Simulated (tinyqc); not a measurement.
Worked calculation: empirical pseudopotential in a few plane waves. Computed by tinyqc, a small Python program that keeps every step. Settings: plane-wave index or count = 15. Command: `OMP_NUM_THREADS=1 python tinyqc.py 23507 23508 out.jsonl` (the two numbers bound the seeds that draw the settings). One thread of a shared host (Intel(R) Xeon(R) Processor @ 2.60GHz), about 0.2 s of CPU time with the checks.

## Bloch Hamiltonian at G

Parameters chosen for this model: fcc lattice, atoms at +/- a/8 (1,1,1); form factors in rydberg at |G|^2 in units of (2 pi/a)^2:
```
parameter                 value      unit
a                      5.650000  angstrom
VS(3)                 -0.242000        Ry
VS(8)                  0.033000        Ry
VS(11)                 0.071000        Ry
VA(3)                         0        Ry
VA(4)                         0        Ry
VA(11)                        0        Ry
hbar^2/2m (2 pi/a)^2   4.711788        eV
```

k point G (2 pi / a): [0, 0, 0]

Basis: the 15 shortest G (labels in 2 pi/a), the same at every k. H(G,G') = c |k + G|^2 delta + VS(|G-G'|^2) cos((G-G').tau) + i VA sin((G-G').tau), tau = a/8 (1,1,1); 1 Ry = 13.605693 eV.

H(k) at G (eV):
```
          +0+0+0    -1-1-1    -1-1+1    -1+1-1    -1+1+1    +1-1-1    +1-1+1    +1+1-1
+0+0+0   0.00000   2.32820  -2.32820  -2.32820  -2.32820  -2.32820  -2.32820  -2.32820
-1-1-1   2.32820  14.13536   0.00000   0.00000  -0.44899   0.00000  -0.44899  -0.44899
-1-1+1  -2.32820   0.00000  14.13536   0.44899   0.00000   0.44899   0.00000   0.00000
-1+1-1  -2.32820   0.00000   0.44899  14.13536   0.00000   0.44899   0.00000   0.00000
-1+1+1  -2.32820  -0.44899   0.00000   0.00000  14.13536   0.00000   0.44899   0.44899
+1-1-1  -2.32820   0.00000   0.44899   0.44899   0.00000  14.13536   0.00000   0.00000
+1-1+1  -2.32820  -0.44899   0.00000   0.00000   0.44899   0.00000  14.13536   0.44899
+1+1-1  -2.32820  -0.44899   0.00000   0.00000   0.44899   0.00000   0.44899  14.13536
+1+1+1   2.32820   0.00000  -0.44899  -0.44899   0.00000  -0.44899   0.00000   0.00000
-2+0+0   0.00000  -2.32820  -2.32820  -2.32820   2.32820   0.68307  -0.68307  -0.68307
+0-2+0   0.00000  -2.32820  -2.32820   0.68307  -0.68307  -2.32820   2.32820  -0.68307
+0+0-2   0.00000  -2.32820   0.68307  -2.32820  -0.68307  -2.32820  -0.68307   2.32820
+0+0+2   0.00000  -0.68307   2.32820  -0.68307  -2.32820  -0.68307  -2.32820   0.68307
+0+2+0   0.00000  -0.68307  -0.68307   2.32820  -2.32820  -0.68307   0.68307  -2.32820
+2+0+0   0.00000  -0.68307  -0.68307  -0.68307   0.68307   2.32820  -2.32820  -2.32820

          +1+1+1    -2+0+0    +0-2+0    +0+0-2    +0+0+2    +0+2+0    +2+0+0
+0+0+0   2.32820   0.00000   0.00000   0.00000   0.00000   0.00000   0.00000
-1-1-1   0.00000  -2.32820  -2.32820  -2.32820  -0.68307  -0.68307  -0.68307
-1-1+1  -0.44899  -2.32820  -2.32820   0.68307   2.32820  -0.68307  -0.68307
-1+1-1  -0.44899  -2.32820   0.68307  -2.32820  -0.68307   2.32820  -0.68307
-1+1+1   0.00000   2.32820  -0.68307  -0.68307  -2.32820  -2.32820   0.68307
+1-1-1  -0.44899   0.68307  -2.32820  -2.32820  -0.68307  -0.68307   2.32820
+1-1+1   0.00000  -0.68307   2.32820  -0.68307  -2.32820   0.68307  -2.32820
+1+1-1   0.00000  -0.68307  -0.68307   2.32820   0.68307  -2.32820  -2.32820
+1+1+1  14.13536  -0.68307  -0.68307  -0.68307  -2.32820  -2.32820  -2.32820
-2+0+0  -0.68307  18.84715   0.44899   0.44899  -0.44899  -0.44899   0.00000
+0-2+0  -0.68307   0.44899  18.84715   0.44899  -0.44899   0.00000  -0.44899
+0+0-2  -0.68307   0.44899   0.44899  18.84715   0.00000  -0.44899  -0.44899
+0+0+2  -2.32820  -0.44899  -0.44899   0.00000  18.84715   0.44899   0.44899
+0+2+0  -2.32820  -0.44899   0.00000  -0.44899   0.44899  18.84715   0.44899
+2+0+0  -2.32820   0.00000  -0.44899  -0.44899   0.44899   0.44899  18.84715
```

## Levels at G

Diagonalise the Hermitian matrix.

eigenvalues (eV): [-2.42200, 9.71471, 9.71471, 9.71471, 11.80683, 13.68638, 13.68638, 13.68638, 17.90433, 17.94918, 17.94918, 22.81882, 22.81882, 22.81882, 24.31860]

## Bands along a path

The same steps at evenly spaced points between the labelled ones.

Bands along the path (eV), lowest eight:
```
k           band 1   band 2   band 3   band 4    band 5    band 6    band 7    band 8
L         -0.11282  3.00917  8.90198  8.90198  11.71926  14.75103  14.75103  18.65951
L-G 0.25  -0.84831  4.02134  8.91593  8.91593  11.79103  14.64758  14.64758  18.86077
L-G 0.50  -1.68163  5.87180  9.16048  9.16048  12.14858  14.56444  14.56444  16.67743
L-G 0.75  -2.23300  8.07177  9.51903  9.51903  12.51303  14.04593  14.04593  14.35182
G         -2.42200  9.71471  9.71471  9.71471  11.80683  13.68638  13.68638  13.68638
G-X 0.25  -2.16908  8.03081  9.18230  9.18230  13.07098  13.43189  14.62142  14.62142
G-X 0.50  -1.41665  5.77526  8.34978  8.34978  12.21376  13.72681  16.64109  16.64109
G-X 0.75  -0.18495  3.66903  7.81986  7.81986  11.81559  12.46209  19.11340  19.11340
X          1.48860  1.82131  7.75726  7.75726  11.68705  12.06610  21.89969  21.89969
```

With 4 band(s) filled, the highest filled level on these points lies at G and the lowest empty one at X: a gap of 1.9723 eV, indirect. This holds for the small fixed basis; with all plane waves up to |k + G|^2 = 21 (2 pi/a)^2 the gap along the path is 1.75 eV.

## Convergence with the number of plane waves

Levels at G counted from the fourth one.

Levels (eV):
```
plane waves    level 1  level 5  level 8
9            -16.10838        0  1.79595
15           -12.13671  2.09213  3.97167
27           -11.46875  2.77014  3.80759
51           -11.54943  2.93872  3.96666
59           -11.60110  2.94291  3.77944
65           -11.61751  2.94291  3.74010
89           -11.57967  2.92063  3.77358
```
